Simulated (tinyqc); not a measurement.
# Read current of a NAND string, cells in series solved by shooting, step by step

Computed by the program tinyqc: `OMP_NUM_THREADS=1 python tinyqc.py 2142068 2142069 out.jsonl`, one thread of a shared Intel Xeon 2.30GHz, about 0.5 s for the whole run. Printed values are rounded.

Cells in series, numbered from 0 at the source line (0 V) to the bit line, each followed by a gap resistance Rg. A cell with gate Vg, threshold VT, source Vs and drain Vd passes I = 2 nf K Vt^2 [F(Vs) - F(Vd)]/(1 + th max(Vg - VT, 0)), F(V) = ln^2(1 + exp((Vg - VT - nf V)/(2 nf Vt))). The selected cell has Vg = Vr, the others Vg = Vp.

Parameters, values chosen for the exercise; values of the order met in vertical NAND strings:
- T = 300 K (temperature)
- K = 5.5 uA/V^2 (gain factor of a cell)
- nf = 1.4 (slope factor)
- th = 0.16 1/V (mobility reduction factor)
- Rg = 11 kohm (resistance of the gap between cells)
- Vbl = 0.7 V (bit-line voltage)
- Vp = 5.8 V (pass voltage)
- Vr = 2.03 V (read voltage on the selected word line)

Constants: q = 1.602176634e-19 C, kB = 1.380649e-23 J/K, Vt = kB T/q. Results are converted to the units shown.

## Step 1: node voltages for a trial current

first trial current = 0.73 uA
thresholds from the source end, cell 0 to 4 (V): [4, 0.8, -0.9, -0.9, -0.9]

For a trial current I start at 0 V and, cell by cell (the selected one is cell 1), solve for the drain: sqrt(F(Vd)) = sqrt(F(Vs) - I/k), k = 2 nf K Vt^2/(1 + th max(Vg - VT, 0)), Vd = [Vg - VT - 2 nf Vt ln(exp(sqrt F) - 1)]/nf, then add I Rg.

node voltage after each cell and gap, trial 1, cell 0 to 4 (V): [0.1067973, 0.2793873, 0.3312214, 0.3835703, 0.4364517]

## Step 2: node voltages for a trial current

second trial current = 0.94 uA

As before.

node voltage after each cell and gap, trial 2, cell 0 to 4 (V): [0.1390804, 0.3842945, 0.4524837, 0.5215957, 0.5916737]

## Course of the secant iteration

Secant steps on the end voltage less Vbl, from the two trials; a trial above the saturation current of a cell has no solution and is moved halfway to the previous trial. Stop below 1e-9 V.

Course of the iteration:
```
iteration,I (uA),end voltage - Vbl (V),halvings
1,1.086555,0.0163,0
2,1.067374,-1.08e-3,0
3,1.068563,-1.11e-5,0
4,1.068576,7.51e-9,0
5,1.068576,-5.13e-14,0
```

Converged in 5 iterations to I = 1.0686 uA. The selected cell takes 41.3 % of the bit-line voltage and the gaps together 8.40 %.
